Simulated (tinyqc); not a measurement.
## A discretised effective-mass wire between two leads, recursive Green functions: the device repeated

Finite differences on a grid of step a give a chain with hopping -t, t = C/(m a^2), C = hbar^2/(2 m0), and site energies 2 t + U_i for the N = 8 sites of the device; the semi-infinite leads have site energy 2 t. Each slice is one site, and V = -t couples neighbouring slices.

Sigma = t^2 g(E - 2 t), g(x) = (x - i sqrt(4 t^2 - x^2))/(2 t^2) for |x| < 2 t and (x - sign(x) sqrt(x^2 - 4 t^2))/(2 t^2) otherwise; Gamma = i (Sigma - Sigma^dagger); both leads give the same. Forward pass: g_1 = (E - H_1 - Sigma)^(-1), g_i = (E - H_i - V g_(i-1) V^dagger)^(-1), with Sigma also subtracted on the last slice; G_(i,1) = g_i V G_(i-1,1), starting from g_1. H_i is the block of slice i, its site energy. T(E) = Tr[Gamma G_(N,1) Gamma G_(N,1)^dagger]. The list U is repeated k times, so the device has k N slices.

Values chosen for this exercise: effective mass m = 0.067 m0; grid step a = 0.81 nm; potential on the sites 1 to N U = [0, 0.122, 0.204, 0.245, 0.245, 0.204, 0.122, 0] eV; energy above the band bottom of the leads E = 0.161 eV.

Constants: q = 1.602176634e-19 C, hbar = 1.054571817e-34 J s, m0 = 9.1093837015e-31 kg, hbar^2/(2 m0) = 0.0380998212 eV nm^2. Results are converted to the units shown.

The device repeated:
```
k,T(E),ln T(E)
1,0.1948,-1.636
2,0.6373,-0.4505
3,0.2454,-1.405
4,0.3363,-1.090
5,0.3971,-0.9236
6,0.2238,-1.497
8,0.1903,-1.659
10,0.2033,-1.593
12,0.2749,-1.291
```

Read the table: what changes, and by how much?

T(E) moves between 0.190 and 0.637 and does not die away: at least one band of the periodic structure that the repeats form is open at this energy.

Computed by the program tinyqc: `OMP_NUM_THREADS=1 python tinyqc.py 2660018 2660019 out.jsonl`, one thread of a shared Intel Xeon 2.30GHz, about 0.02 s for the whole run.
